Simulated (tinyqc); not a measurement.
Oxide trap near a transistor channel: two-state multiphonon kinetics, telegraph noise and bias instability. Changing the temperature T. Computed by tinyqc, a small Python program. Command: `OMP_NUM_THREADS=1 python tinyqc.py 3020658 3020659 out.jsonl oxidetrap sweep`. One thread of a shared host (Intel(R) Xeon(R) Processor @ 2.30GHz), about 0.01 s of CPU time with the checks.

An n-channel device under positive gate bias. The trap is empty (state 1) or holds an electron (state 2); both states are parabolas of equal curvature, and the electron reservoir is taken at the Fermi level of the channel.

Inputs (values chosen for the exercise, with an insulator like SiO2 on silicon):
```
quantity                                value   unit
insulator constant eps_ox                3.79      -
insulator thickness t_ox                  2.9     nm
trap depth x from the interface          0.89     nm
tunnel barrier phi_b                     3.04     eV
tunnelling mass m_ox                     0.42    m_0
trap level above E_F at zero field E_t  0.076     eV
relaxation energy E_R                     1.8     eV
oxide field F                             1.7  MV/cm
attempt rate k_0 at the interface       5e+11    1/s
channel width W                            56     nm
channel length L                           45     nm
frequency f                                80     Hz
```

Parts treated: one trap.

Constants: hbar^2/(2 m_0) = 3.80998212 eV angstrom^2; k_B = 8.617333262e-05 eV/K; e = 1.602176634e-19 C; eps_0 = 8.8541878128e-12 F/m.

Method:
- kappa = sqrt(2 m_ox phi_b)/hbar = sqrt(m_ox phi_b/(hbar^2/2m_0)); attenuation length lambda = 1/(2 kappa); factor exp(-x/lambda) for a rectangular barrier.
- E_21 = E_t - e F x is the energy of state 2 over state 1; barriers E_c = (E_R + E_21)^2/(4 E_R), E_e = E_c - E_21; tau_c = exp(E_c/k_B T)/(k_0 P), tau_e = exp(E_e/k_B T)/(k_0 P), P the tunnelling factor; occupation f_2 = tau_e/(tau_c + tau_e); 1/tau_0 = 1/tau_c + 1/tau_e.
- Charge-sheet step dV = e (t_ox - x)/(eps_ox eps_0 W L); Lorentzian spectrum S(f) = 4 dV^2 tau_0^2/((tau_c + tau_e)(1 + (2 pi f tau_0)^2)); corner 1/(2 pi tau_0); variance dV^2 f_2 (1 - f_2) = dV^2 tau_0/(tau_c + tau_e).

One run for each value:
```
temperature T (K)  capture time tau_c (s)  emission time tau_e (s)  corner frequency (Hz)  occupation f_2
200                            1.5373e+03               1.2140e+05             1.0484e-04         0.98750
240                            2.8291e+01               1.0787e+03             5.7731e-03         0.97444
280                            1.6304e+00               3.6952e+01             1.0192e-01         0.95774
320                            1.9177e-01               2.9424e+00             8.8403e-01         0.93881
360                            3.6292e-02               4.1112e-01             4.7725e+00         0.91888
400                            9.5819e-03               8.5151e-02             1.8479e+01         0.89885
440                            3.2228e-03               2.3482e-02             5.6161e+01         0.87931
480                            1.2999e-03               8.0263e-03             1.4227e+02         0.86062
```

Over the rows, capture time tau_c (s) falls from 1540 to 0.00130 (exponent d ln y / d ln x -22 between the first rows and -10 between the last); emission time tau_e (s) falls from 121000 to 0.00803 (exponent d ln y / d ln x -26 between the first rows and -12 between the last); corner frequency (Hz) rises from 1.05e-4 to 142 (exponent d ln y / d ln x 22 between the first rows and 11 between the last). Arrhenius slopes give 0.413 eV for capture and 0.488 eV for emission; elastic tunnelling alone would leave only their difference E_21.
